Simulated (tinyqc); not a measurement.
From results back to parameters: mean-field antiferromagnet of the Hubbard model on the square lattice. Three cases, with inputs chosen for the exercise.

Problem. In the insulating state f(E-) = 1 and f(E+) = 0, so the gap equation is 1 = (U/2) mean 1/sqrt(e-^2 + Delta^2). Delta is given and U is hidden.

e(k) = -2 t (cx + cy) - 4 t2 cx cy, ci = cos ki; one electron a site; Q = (pi, pi). <n_up - n_dn> = m cos(Q.R) gives Delta = U m/2 and bands E = e+ -/+ sqrt(e-^2 + Delta^2), e+- = (e(k) +- e(k + Q))/2 (the constant U/2 is dropped). Means run over the mesh k_i = 2 pi (j + 1/2)/N of the whole zone: mu from mean(f(E-) + f(E+)) = 1; m(out) = mean of Delta (f(E-) - f(E+))/sqrt(e-^2 + Delta^2); free energy per site F = -kT mean[ln(1 + exp(-(E- - mu)/kT)) + ln(1 + exp(-(E+ - mu)/kT))] + mu + U m^2/4. Order at T > 0 in two dimensions is an artefact of mean field.

Find: mean 1/sqrt(e-^2 + Delta^2); U; m.

Method. Form the weighted mean over the classes; U = 2/mean and m = 2 Delta/U.

Case 1.

Classes of points:

| \|e-\| (eV) | e+ (eV) | points |
|---|---|---|
| 0.0000 | -0.1600 | 8 |
| 2.4042 | 0.1600 | 8 |

Delta = 2.84394 eV

Solution.

mean 1/sqrt(e-^2 + Delta^2) = 0.310 1/eV
U = 6.45 eV
m = 0.882

Case 2.

Classes of points:

| \|e-\| (eV) | e+ (eV) | points |
|---|---|---|
| 0.0000 | 0.0000 | 12 |
| 1.7147 | 0.0000 | 16 |
| 3.4295 | 0.0000 | 8 |

Delta = 3.85226 eV

Solution.

mean 1/sqrt(e-^2 + Delta^2) = 0.235 1/eV
U = 8.51 eV
m = 0.905

Case 3.

Classes of points:

| \|e-\| (eV) | e+ (eV) | points |
|---|---|---|
| 0.0000 | 0.0000 | 16 |
| 0.9633 | 0.0000 | 16 |
| 1.3624 | 0.0000 | 8 |
| 2.3257 | 0.0000 | 16 |
| 3.2890 | 0.0000 | 8 |

Delta = 1.56458 eV

Solution.

mean 1/sqrt(e-^2 + Delta^2) = 0.480 1/eV
U = 4.17 eV
m = 0.750

Computed by tinyqc, one run a case: `OMP_NUM_THREADS=1 python tinyqc.py N N+1 out.jsonl` with N = 1650763, 1650952, 1651067; one thread of a shared Intel(R) Xeon(R) Processor @ 2.30GHz, about 0.2 s a run at most.
